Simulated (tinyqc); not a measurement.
Inside a calculation. Method: RKS/LDA (PW92) in the 6-31g basis, for H3+, spin multiplicity 1. One step of it, computed by the program tinyqc.

Problem. Orthogonalisation. S = U s U^T; symmetric (Loewdin) form X = U s^(-1/2) U^T, so that X^T S X = 1.

overlap S, lower triangle:
```
          1H 1s     1H 2s     2H 1s     2H 2s     3H 1s     3H 2s
1H 1s  1.000000
1H 2s  0.658292  1.000000
2H 1s  0.048644  0.219040  1.000000
2H 2s  0.219040  0.508716  0.658292  1.000000
3H 1s  0.031301  0.184102  0.031301  0.184102  1.000000
3H 2s  0.184102  0.457126  0.184102  0.457126  0.658292  1.000000
```

Give: eigenvalues of S; X.

Solution.

eigenvalues of S: 0.2255  0.2390  0.3742  1.2172  1.2947  2.6494

X, lower triangle:
```
         1H 1s    1H 2s    2H 1s    2H 2s    3H 1s   3H 2s
1H 1s   1.2611
1H 2s  -0.5145   1.4802
2H 1s   0.0332   0.0168   1.2611
2H 2s   0.0168  -0.3042  -0.5145   1.4802
3H 1s   0.0286   0.0211   0.0286   0.0211   1.2596
3H 2s   0.0252  -0.2525   0.0252  -0.2525  -0.5096  1.4437
```
